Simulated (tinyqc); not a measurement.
# Changing the exchange current of the suppressed surface i_0

Model: bottom-up copper filling of a trench by curvature-enhanced accelerator coverage. Computed by tinyqc, a small Python program. Command: `OMP_NUM_THREADS=1 python tinyqc.py 3004243 3004244 out.jsonl superfill sweep`. One thread of a shared host (Intel(R) Xeon(R) Processor @ 2.30GHz), about 0.05 s of CPU time with the checks.

A rectangular trench keeps vertical walls and a flat floor. An accelerator floats on the surface; where area is lost in the corners it is passed on to the floor.

Inputs (values chosen for the exercise, close to those used for damascene copper plating):
```
quantity                                           value     unit
trench width w                                       110       nm
aspect ratio h/w                                     2.6        -
exchange current of the accelerated surface i_1      1.9  mA/cm^2
transfer coefficient alpha                          0.41        -
overpotential eta                                  0.091        V
starting coverage theta_0                          0.042        -
adsorption rate k_a                              0.00058      1/s
cupric ion concentration C                          0.64    mol/l
diffusivity D                                    4.4e-06   cm^2/s
boundary layer delta                                  36       um
temperature T                                        298        K
```

Constants: e = 1.602176634e-19 C; N_A = 6.02214076e+23 1/mol; k_B = 8.617333262e-05 eV/K.

Method. Kinetic current i_k = [i_0 (1 - theta) + i_1 theta] exp(alpha eta/(k_B T)), limit i_L = 2 F D C/delta, i = 1/(1/i_k + 1/i_L); velocity v = i Omega/(2F), Omega = 7.11 cm^3/mol, F = e N_A. Depletion inside the trench is ignored. Half width x, floor height y, depth h = aspect ratio x w. dx/dt = -v_s, dy/dt = v_b. d theta_b/dt = k_a (1 - theta_b) + [theta_s v_b + theta_b v_s]/x: the floor takes the accelerator of the wall it covers and keeps its own as it narrows. d theta_s/dt = k_a (1 - theta_s). theta_b is capped at 1. Integrate (tolerance 1e-9) until the walls meet (x = 0.02 w/2) or the floor passes the original mouth y = h. Start: x = w/2, y = 0, theta_b = theta_s = theta_0. Height filled = y/h, opening left = x/(w/2).

One run for each value; columns: (1) exchange current of the suppressed surface i_0 (mA/cm^2); (2) ratio v(1)/v(theta_0); (3) share of the height filled from the floor; (4) opening left, as a share of w:
```
(1)        (2)      (3)   (4)
0.0095  20.332  0.70753  0.02
0.0180  18.630  0.69122  0.02
0.0350  15.960  0.65979  0.02
0.0680  12.490  0.60367  0.02
0.1300   8.874  0.51631  0.02
0.4900   3.334  0.29545  0.02
0.9500   1.872  0.22639  0.02
```

Give the missing row, exchange current of the suppressed surface i_0 (mA/cm^2) = 0.2500.

Computed row; columns: (1) exchange current of the suppressed surface i_0 (mA/cm^2); (2) ratio v(1)/v(theta_0); (3) share of the height filled from the floor; (4) opening left, as a share of w:
```
(1)       (2)      (3)   (4)
0.2500  5.698  0.40298  0.02
```

Interpolating between the two neighbouring rows (the first column on a logarithmic scale, the others too where they are positive) misses most in ratio v(1)/v(theta_0), by 3.9 %. Over the rows, ratio v(1)/v(theta_0) falls from 20.3 to 1.87 (exponent d ln y / d ln x -0.14 between the first rows and -0.87 between the last); share of the height filled from the floor falls from 0.708 to 0.226 (exponent d ln y / d ln x -0.036 between the first rows and -0.40 between the last); opening left, as a share of w does not change. A stronger suppressor (smaller i_0) raises the contrast, until theta_0 i_1 outweighs i_0.

Caution (all rows): real profiles develop slanted corners, and accelerator is consumed; both are left out.
